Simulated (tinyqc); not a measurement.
Regular and subregular solution with a miscibility gap: one step, computed by the program tinyqc.

Per mole of mixing sites: G(x) = x (1 - x) [L0 + L1 (1 - 2x)] + R T [x ln x + (1 - x) ln(1 - x)], x the fraction of B.

Question. Critical point. The spinodal is G'' = 0, R T_s(x) = x (1 - x) [2 L0 + 6 L1 (1 - 2x)]; the critical point is its maximum.

Inputs (values chosen for the exercise, modelled on Ga(1-x)In(x)P): asymmetry L1 = 0.97 kJ/mol.

L0 = 14.68350 kJ/mol

Constants: R = 8.314462618 J/(mol K).

Give: critical composition x_c; critical temperature T_c.

Answer.

critical composition x_c = 0.4518

critical temperature T_c = 891.5 K

L1 > 0 moves the top of the gap to the A-rich side and raises it by 8.5 K over L0/(2 R).
